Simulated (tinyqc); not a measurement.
From results back to parameters: Lorentz oscillators and the Kramers-Kronig relations. Five cases, with inputs chosen for the exercise.

Problem. At normal incidence from vacuum the amplitude r = (1 - N)/(1 + N) with N = n + i k is written r = -sqrt(R) exp(i theta). R and the phase theta are given.

Find: n; k; eps1; eps2.

Method. N = (1 - r)/(1 + r) = (1 + sqrt(R) exp(i theta))/(1 - sqrt(R) exp(i theta)); eps = N^2.

Case 1.

R = 0.652716
theta = 1.766880 rad

Solution.

n = 0.177
k = 0.806
eps1 = -0.62
eps2 = 0.28

Case 2.

R = 0.005007
theta = 2.938205 rad

Solution.

n = 0.870
k = 0.025
eps1 = 0.76
eps2 = 0.04

Case 3.

R = 0.566026
theta = 0.313699 rad

Solution.

n = 3.220
k = 3.445
eps1 = -1.50
eps2 = 22.19

Case 4.

R = 0.446563
theta = 0.179696 rad

Solution.

n = 4.206
k = 1.815
eps1 = 14.40
eps2 = 15.27

Case 5.

R = 0.266056
theta = 2.192201 rad

Solution.

n = 0.393
k = 0.449
eps1 = -0.05
eps2 = 0.35

Computed by tinyqc, one run a case: `OMP_NUM_THREADS=1 python tinyqc.py N N+1 out.jsonl` with N = 1650871, 1650892, 1650910, 1650912, 1650947; one thread of a shared Intel(R) Xeon(R) Processor @ 2.30GHz, about 0.2 s a run at most.
